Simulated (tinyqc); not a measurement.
Comparisons within one model: free and nearly free electrons in a metal. A value that a table varies takes the place of the one given here.

The cubic cell holds 2 atoms: n = 2 z/a^3, kF = (3 pi^2 n)^(1/3), EF = c kF^2/m, vF = 2 c kF/(m hbar), c = hbar^2/2m0; rs = (3/(4 pi n))^(1/3)/a0; D(EF) = 3 n/(2 EF).

Two plane waves k and k - G, G = (110) (2 pi/a): H = [[c k^2/m, V], [V, c (k - G)^2/m]] with c = hbar^2/2m0.

Square wire of width w with grain size w: rho/rho0 = 1/(1 - 3 al/2 + 3 al^2 - 3 al^3 ln(1 + 1/al)) + (3/4) (1 - p) l/w, with al = (l/w) Rg/(1 - Rg) (Mayadas-Shatzkes plus the thick-wire form of Fuchs-Sondheimer); l = hbar kF/(n e^2 rho), e = 1.602176634e-19 C.

Constants: hbar^2/2m0 = 3.80998211 eV angstrom^2; hbar = 6.58211957e-16 eV s; a0 (Bohr radius) = 0.5291772105 angstrom.

Values chosen for the exercise (near those of Li; not measured data):
```
symbol  value  unit          meaning
a       3.469  angstrom      bcc lattice constant
z       1                    free electrons an atom
m       1.12   m0            mass
rho     10.54  micro-ohm cm  bulk resistivity
p       0.2                  specularity of the surfaces
Rg      0.5                  reflection at grain boundaries
w       20     nm            wire width
```

## When the Fermi surface touches the face

On the face the lower band is E = c (G^2/4 + q^2)/m - V, q along the face. EF is held at its free value. A neck opens where EF > c G^2/(4m) - V, with radius q; the second band fills where EF > c G^2/(4m) + V.

Necks:
```
V (eV)  lower band at the face centre (eV)  neck radius (1/angstrom)  radius/kF
0.2                                  5.380                         -          -
0.5                                  5.080                         -          -
0.8                                  4.780                         -          -
1.1                                  4.480                         -          -
1.4                                  4.180                    0.1837      0.163
1.8                                  3.780                    0.3890      0.346
2.2                                  3.380                    0.5186      0.462
2.6                                  2.980                    0.6217      0.553
```

EF = 4.295 eV
c G^2/(4m) = 5.580 eV

How do the results move?

Contact needs V > 1.285 eV. It is first met at V = 1.4 eV of those listed, and the radius then grows as the square root of the excess, to 0.553 kF at 2.6 eV. EF is held at its free value here; a count of states lowers it as V grows, strongly for V of an eV or more, so the threshold is a lower bound, the radii are upper bounds, and some necks may vanish.

## Resistivity of narrow wires

Wires:
```
w (nm)     al  grain term (factor - 1)  surface term  rho (micro-ohm cm)
200     0.046                    0.067         0.027               11.54
100     0.091                    0.133         0.055               12.52
50      0.183                    0.263         0.110               14.47
30      0.305                    0.433         0.183               17.03
20      0.457                    0.642         0.274               20.20
14      0.653                    0.909         0.392               24.25
10      0.914                    1.262         0.548               29.62
7       1.306                    1.789         0.784               37.66
```

l = 9.14 nm

What can be read from the table?

At 7 nm the resistivity is 3.57 times the bulk value; grain boundaries add more (1.79 from grains, 0.78 from surfaces). It passes twice the bulk value between 20 and 14 nm. The surface formula is meant for w above l = 9 nm, so the rows below that are rough.

## What sets the wire resistivity

All results formed anew. Each row changes one parameter from the base and keeps the others.

Results:
```
case                       EF (eV)  l (nm)  wire rho (micro-ohm cm)
base                         4.295    9.14                   20.197
a = 3.573 angstrom           4.048    9.70                   20.773
m = 1.344 m0                 3.579    9.14                   20.197
rho = 12.648 micro-ohm cm    4.295    7.62                   22.338
p = 0.5                      4.295    9.14                   19.113
Rg = 0.35                    4.295    9.14                   17.134
w = 14 nm                    4.295    9.14                   24.247
```

How do the results move?

The largest shifts from the base row, up to three for each result and ties (the steps differ in size, so this ranks the rows, not the parameters). EF (eV): m -0.716, a -0.246; unchanged at the printed digits by rho, p, Rg and w. l (nm): rho -1.52, a +0.56; unchanged at the printed digits by m, p, Rg and w. wire rho (micro-ohm cm): w +4.050, Rg -3.063, rho +2.141; unchanged at the printed digits by m. The mass drops out of l at given rho, because vF falls and tau rises by the same factor.

(tinyqc, `OMP_NUM_THREADS=1 python tinyqc.py 1682242 1682243 out.jsonl`, Intel(R) Xeon(R) Processor @ 2.30GHz, 1 thread, shared host, about 0.01 s.)
